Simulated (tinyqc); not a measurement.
Changing the well width w: interdiffusion of a quantum well during annealing: blurred potential and shift of the confined levels. Computed by tinyqc, a small Python program. Command: `OMP_NUM_THREADS=1 python tinyqc.py 3001747 3001748 out.jsonl qwi sweep`. One thread of a shared host (Intel(R) Xeon(R) Processor @ 2.30GHz), about 0.1 s of CPU time with the checks.

A square well of width w is blurred by Fick diffusion with a constant coefficient; band offsets are linear in composition, masses are uniform, and strain and excitons are ignored.

Inputs (values chosen for the exercise, modelled on InGaAs in GaAs):
```
quantity                value    unit
electron mass m_e      0.0555     m_0
hole mass m_h           0.352     m_0
conduction offset V_c   0.091      eV
valence offset V_v      0.056      eV
prefactor D0               69  cm^2/s
activation energy E      3.42      eV
anneal temperature T      760       C
anneal time t              15       s
```

Constants: k_B = 8.617333262e-05 eV/K; hbar^2/(2 m_0) = 3.80998212 eV angstrom^2.

Method:
- D = D0 exp(-E/(k_B T)); L = sqrt(D t); share of well material at the centre erf(w/(4L)); 1 nm = 1e-7 cm.
- Temperatures in kelvin are T(C) + 273.15.
- With L = sqrt(D t) and the share at the centre erf(w/(4L)). After the anneal: V(z) = V {1 - (1/2)[erf((w/2 - z)/(2L)) + erf((w/2 + z)/(2L))]}, energies counted from the original well bottom. Finite differences on 3000 points over |z| < w/2 + 6L + 25 nm; shifts are taken against the same grid with cell-averaged square steps.
- Rise of the bottom = V (1 - share at the centre). Overlap = |<electron|hole>|^2.

One run for each value; columns: (1) well width w (nm); (2) blue shift of the transition (meV); (3) shift of the electron level (meV); (4) shift of the hole level (meV); (5) share at the centre:
```
(1)      (2)    (3)     (4)     (5)
1.5    7.027  1.505   5.522  0.2826
3.3   17.835  6.046  11.788  0.5741
5.1   19.770  8.607  11.163  0.7815
8.8   13.273  7.432   5.841  0.9663
11.0   9.521  5.779   3.741  0.9920
12.0   8.178  5.103   3.075  0.9962
14.0   6.086  3.965   2.122  0.9993
16.0   4.604  3.095   1.509  0.9999
```

Give the missing row, well width w (nm) = 6.9.

Computed row; columns: (1) well width w (nm); (2) blue shift of the transition (meV); (3) shift of the electron level (meV); (4) shift of the hole level (meV); (5) share at the centre:
```
(1)     (2)    (3)    (4)     (5)
6.9  17.106  8.638  8.467  0.9040
```

Interpolating between the two neighbouring rows (the first column on a logarithmic scale, the others too where they are positive) misses most in shift of the electron level (meV), by 8.1 %. Over the rows, blue shift of the transition (meV) goes from 7.03 through a maximum among these rows, 19.8 at 5.10, to 4.60; shift of the electron level (meV) goes from 1.50 through a maximum among these rows, 8.64 at 6.90, to 3.10; shift of the hole level (meV) goes from 5.52 through a maximum among these rows, 11.8 at 3.30, to 1.51. A wide well keeps its centre and its states away from the edges; a very thin one has levels already near the barrier, with little room to move.

Extremes, crossings and ranges named in words are read from the listed rows.
